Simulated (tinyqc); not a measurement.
Comparisons within one model: free and nearly free electrons in a metal. A value that a table varies takes the place of the one given here.

The cubic cell holds 4 atoms: n = 4 z/a^3, kF = (3 pi^2 n)^(1/3), EF = c kF^2/m, vF = 2 c kF/(m hbar), c = hbar^2/2m0; rs = (3/(4 pi n))^(1/3)/a0; D(EF) = 3 n/(2 EF).

Two plane waves k and k - G, G = (111) (2 pi/a): H = [[c k^2/m, V], [V, c (k - G)^2/m]] with c = hbar^2/2m0.

Square wire of width w with grain size w: rho/rho0 = 1/(1 - 3 al/2 + 3 al^2 - 3 al^3 ln(1 + 1/al)) + (3/4) (1 - p) l/w, with al = (l/w) Rg/(1 - Rg) (Mayadas-Shatzkes plus the thick-wire form of Fuchs-Sondheimer); l = hbar kF/(n e^2 rho), e = 1.602176634e-19 C.

Constants: hbar^2/2m0 = 3.80998211 eV angstrom^2; hbar = 6.58211957e-16 eV s; a0 (Bohr radius) = 0.5291772105 angstrom.

Values chosen for the exercise (near those of Ag, whose d bands this model ignores; not measured data): a = 4.094 angstrom (fcc lattice constant); z = 1 (free electrons an atom); m = 1 m0 (mass); rho = 1.75 micro-ohm cm (bulk resistivity); p = 0.5 (specularity of the surfaces); Rg = 0.59 (reflection at grain boundaries); w = 20 nm (wire width).

## When the Fermi surface touches the face

On the face the lower band is E = c (G^2/4 + q^2)/m - V, q along the face. EF is held at its free value. A neck opens where EF > c G^2/(4m) - V, with radius q; the second band fills where EF > c G^2/(4m) + V.

Necks:

| V (eV) | lower band at the face centre (eV) | neck radius (1/angstrom) | radius/kF |
|---|---|---|---|
| 0.2 | 6.531 | - | - |
| 0.5 | 6.231 | - | - |
| 0.8 | 5.931 | - | - |
| 1.1 | 5.631 | - | - |
| 1.4 | 5.331 | 0.1995 | 0.166 |
| 1.8 | 4.931 | 0.3805 | 0.317 |
| 2.2 | 4.531 | 0.4998 | 0.417 |
| 2.6 | 4.131 | 0.5956 | 0.497 |

EF = 5.482 eV
c G^2/(4m) = 6.731 eV

Contact needs V > 1.248 eV. It is first met at V = 1.4 eV of those listed, and the radius then grows as the square root of the excess, to 0.497 kF at 2.6 eV. EF is held at its free value here; a count of states lowers it as V grows, strongly for V of an eV or more, so the threshold is a lower bound, the radii are upper bounds, and some necks may vanish.

## Resistivity of narrow wires

Wires:

| w (nm) | al | grain term (factor - 1) | surface term | rho (micro-ohm cm) |
|---|---|---|---|---|
| 200 | 0.348 | 0.492 | 0.091 | 2.77 |
| 100 | 0.695 | 0.966 | 0.181 | 3.76 |
| 50 | 1.390 | 1.903 | 0.362 | 5.71 |
| 30 | 2.317 | 3.144 | 0.604 | 8.31 |
| 20 | 3.476 | 4.692 | 0.906 | 11.55 |
| 14 | 4.965 | 6.681 | 1.294 | 15.71 |
| 10 | 6.952 | 9.331 | 1.812 | 21.25 |
| 7 | 9.931 | 13.304 | 2.588 | 29.56 |

l = 48.31 nm

At 7 nm the resistivity is 16.89 times the bulk value; grain boundaries add more (13.30 from grains, 2.59 from surfaces). It passes twice the bulk value between 200 and 100 nm. The surface formula is meant for w above l = 48 nm, so the rows below that are rough.

## What sets the wire resistivity

All results formed anew. Each row changes one parameter from the base and keeps the others.

Results:

| case | EF (eV) | l (nm) | wire rho (micro-ohm cm) |
|---|---|---|---|
| base | 5.482 | 48.31 | 11.547 |
| a = 4.217 angstrom | 5.167 | 51.25 | 12.139 |
| m = 1.2 m0 | 4.568 | 48.31 | 11.547 |
| rho = 2.1 micro-ohm cm | 5.482 | 40.26 | 11.914 |
| p = 0.8 | 5.482 | 48.31 | 10.596 |
| Rg = 0.413 | 5.482 | 48.31 | 7.390 |
| w = 14 nm | 5.482 | 48.31 | 15.706 |

The largest shifts from the base row, up to three for each result and ties (the steps differ in size, so this ranks the rows, not the parameters). EF (eV): m -0.914, a -0.315; unchanged at the printed digits by rho, p, Rg and w. l (nm): rho -8.05, a +2.95; unchanged at the printed digits by m, p, Rg and w. wire rho (micro-ohm cm): w +4.159, Rg -4.157, p -0.951; unchanged at the printed digits by m. The mass drops out of l at given rho, because vF falls and tau rises by the same factor.

Computed by tinyqc, a small Python program: `OMP_NUM_THREADS=1 python tinyqc.py 1651481 1651482 out.jsonl` (the numbers bound the seed that draws the inputs); one thread of a shared host (Intel(R) Xeon(R) Processor @ 2.30GHz), about 0.01 s for the whole set of steps.
